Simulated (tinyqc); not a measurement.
## Narrowing from the saturation current

Problem. A uniform n-type emitter has J0 = (q p0 D/L)(s + tanh(W/L))/(1 + s tanh(W/L)), D = mup Vt, s = S L/D, and p0 = (ni^2/N) exp(dE_app/kB T), where dE_app = dEg + kB T ln[(N/Nc) exp(-eta)]. Find p0, dE_app and dEg.

Inputs (values chosen for the exercise); band and dielectric values those of a made-up semiconductor:
```
symbol,value,unit,meaning
T,300,K,temperature
Nc,2.51e19,cm^-3,conduction-band density of states at 300 K
N,1.7e19,cm^-3,ionised donor density
mup,230,cm^2/(V s),minority-hole mobility
W,67,nm,emitter width
S,36000,cm/s,recombination velocity at the contact
```

Constants: q = 1.602176634e-19 C, kB = 1.380649e-23 J/K, Vt = kB T/q. Results are converted to the units shown.

J0 = 126.78458 fA/cm^2
L = 3123.4805 nm
ni = 8.7433417e9 cm^-3
converged eta = -0.15242156

Answer. J0 gives p0, its ratio to ni^2/N gives dE_app, and the degeneracy term is taken off.

p0 = 22.62 cm^-3
dE_app = 41.76 meV
dEg = 47.89 meV

Computed by the program tinyqc: `OMP_NUM_THREADS=1 python tinyqc.py 2330040 2330041 out.jsonl`, one thread of a shared Intel Xeon 2.30GHz, about 0.01 s for the whole run.
